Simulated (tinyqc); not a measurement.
Gupta-type many-body potential for a metal: one step, computed by the program tinyqc. Command: `OMP_NUM_THREADS=1 python tinyqc.py 3023196 3023197 out.jsonl gupta walk`. One thread of a shared host (Intel(R) Xeon(R) Processor @ 2.30GHz), about 0.02 s of CPU time with the checks.

E_i = sum_j A exp(-p (r_ij/r0 - 1)) - xi rho_i^gamma, with rho_i = sum_j exp(-2 q (r_ij/r0 - 1)); gamma = 1/2 is the tight-binding second-moment form. The crystal is fcc unless stated; d is the neighbour distance and a fixed number of shells is kept.

Problem. Equilibrium of the fcc crystal. fcc shells: d sqrt(k), k = 1..5, with 12, 6, 24, 12, 24 atoms; Omega = d^3/sqrt2. Equilibrium: dE/dd = 0; B = d^2 E''(d)/(9 Omega).

Inputs (values chosen for the exercise, modelled on silver): repulsion A = 0.101 eV; hopping xi = 1.19 eV; decay p = 10.9; decay q = 3.1; reference distance r0 = 2.889 angstrom; shells kept = 1; embedding exponent gamma = 0.5.

Constants: 1 eV/angstrom^3 = 160.2176634 GPa.

Give: neighbour distance d; lattice constant; cohesive energy E_c; bulk modulus B.

Solution.

neighbour distance d = 2.901 angstrom

lattice constant = 4.103 angstrom

cohesive energy E_c = 2.911 eV

bulk modulus B = 102.3 GPa
